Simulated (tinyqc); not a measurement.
Worked calculation: electromigration in a confined line: Blech product, Korhonen stress evolution and Black's law. Computed by tinyqc, a small Python program that keeps every step. Command: `OMP_NUM_THREADS=1 python tinyqc.py 3010145 3010146 out.jsonl emigr walk`. One thread of a shared host (Intel(R) Xeon(R) Processor @ 2.30GHz), about 0.02 s of CPU time with the checks. Intermediate numbers are printed to about 5 digits and carried at full precision; extremes and crossings named in words are read from the listed rows.

The electron wind pushes atoms from the cathode (x = 0) to the anode (x = L); blocking ends build a back stress (tension positive). The input rho is taken not to change with temperature. d sigma/dt = d/dx [kappa (d sigma/dx + G)], with zero flux at both ends and sigma = 0 at t = 0.

Inputs (values chosen for the exercise, close to those used for cobalt lines):
```
quantity                              value          unit
resistivity rho                        12.4  micro-ohm cm
atomic volume Omega                    11.1    angstrom^3
effective charge number Z*              2.9             -
prefactor D0                        1.1e-06         m^2/s
activation energy E                    1.32            eV
effective modulus B                      45           GPa
critical stress sigma_c                 440           MPa
current density j                       5.9       MA/cm^2
line length L                            18            um
test temperature T                      290             C
time as a fraction of L^2/kappa, s     0.13             -
use temperature T_u                     110             C
use current density j_u                0.23       MA/cm^2
current exponent n                      1.5             -
```

Start: stress-free.

Constants: e = 1.602176634e-19 C; k_B = 8.617333262e-05 eV/K; k_B = 1.380649e-23 J/K.

## Driving force and diffusivities

G = Z* e rho j/Omega; D = D0 exp(-E/(k_B T)); kappa = D B Omega/(k_B T); drift velocity of an unconfined line v = D Z* e rho j/(k_B T). SI: 1 micro-ohm cm = 1e-8 ohm m, 1 MA/cm^2 = 1e10 A/m^2. Temperatures in kelvin are T(C) + 273.15.

stress gradient G = 306.24 MPa/um

diffusivity D = 1.6919e-18 m^2/s

kappa = 1.0869e-16 m^2/s

drift velocity = 2.6628 nm/h

## Steady state and Blech product

At steady state sigma(x) = G (L/2 - x). A void forms only if the cathode stress reaches sigma_c, that is if j L exceeds (j L)_c = 2 Omega (sigma_c)/(Z* e rho). Time scale tau = L^2/kappa.

steady cathode stress = 2756.1 MPa

j L = 10620 A/cm

critical product (j L)_c = 1695.4 A/cm

tau = 828.04 h

j L is 6.26 times the critical product: the line can fail. Caution: a steady stress above sigma_c is formal, since a void forms first.

## Series terms at the cathode

sigma(x, t) = G L [1/2 - x/L - 4 sum_(m odd) cos(m pi x/L) exp(-m^2 pi^2 s)/(m pi)^2], s = t/tau, summed to m = 399. The terms at x = 0 are 4 exp(-m^2 pi^2 s)/(m pi)^2; tau = L^2/kappa.

terms for m = 1, 3, 5, 7: 0.11234  4.3504e-07  1.9024e-16  4.1090e-30

cathode stress at time s = 2136.9 MPa

time t = 107.65 h

Caution: the stress exceeds sigma_c: a void would already have formed and relaxed it, so the value is formal.

## Stress along the line

Steady state: G L (1/2 - x/L). Take x/L = 0, 0.1, 0.2, 0.3, 0.4, 0.6, 0.8 and 1.

Stress (MPa):
```
x/L  at time s  steady state
0.0     2136.9        2756.1
0.1     1616.0        2204.9
0.2     1152.7        1653.7
0.3      738.5        1102.5
0.4      359.9         551.2
0.6     -359.9        -551.2
0.8    -1152.7       -1653.7
1.0    -2136.9       -2756.1
```

Caution: stresses above sigma_c are formal, since a void forms first.

## Finite line against the semi-infinite law

Semi-infinite line: sigma(0, t) = 2 G L sqrt(s/pi). One-term form: keep m = 1 alone.

Cathode stress (MPa):
```
s           t (h)  full series  semi-infinite  one term
0.002  1.6561e+00        278.2          278.2     565.8
0.005  4.1402e+00        439.8          439.8     629.7
0.01   8.2804e+00        622.0          622.0     732.1
0.02   1.6561e+01        879.6          879.6     922.3
0.05   4.1402e+01       1389.3         1390.8    1392.3
0.1    8.2804e+01       1923.5         1966.9    1923.5
0.2    1.6561e+02       2445.8         2781.6    2445.8
0.4    3.3122e+02       2713.0         3933.8    2713.0
0.8    6.6243e+02       2755.3         5563.3    2755.3
```

Among these rows the semi-infinite law holds to 1 % up to s = 0.05 and the one-term form from s = 0.05 on: the far end is felt once sqrt(kappa t) is no longer small against L, and by then the terms with m > 1 have nearly died out. The critical stress 440 MPa is passed between s = 0.005 and 0.01. Caution: rows beyond sigma_c are formal, since a void ends the model there.

## Time to nucleate a void

Solve sigma(0, t) = sigma_c for s; the semi-infinite estimate is t = (pi/kappa) ((sigma_c)/(2 G))^2.

nucleation time = 4.1436 h

semi-infinite estimate = 4.1436 h

The two agree: the void nucleates before the far end is felt, so the time scales as 1/j^2 and not with L.

## Extrapolation by Black's law

Median life t50 = A j^(-n) exp(E/(k_B T)); acceleration factor = t50(use)/t50(test) = (j/j_u)^n exp[(E/k_B)(1/T_u - 1/T)].

current factor = 129.92

temperature factor = 3.5452e+05

acceleration factor = 4.6060e+07

At the use current j_u L lies below the critical product, where Black's law does not apply: the line would not fail by this mechanism. Caution: an acceleration factor above a million assumes one mechanism over a range that no test covers. Caution: j_u L lies below the critical product, so the acceleration factor is formal: at use the line would not void.

Checks made by the program: series against a 200-cell finite-volume solution (on the scale of G L) (relative difference 2e-06).
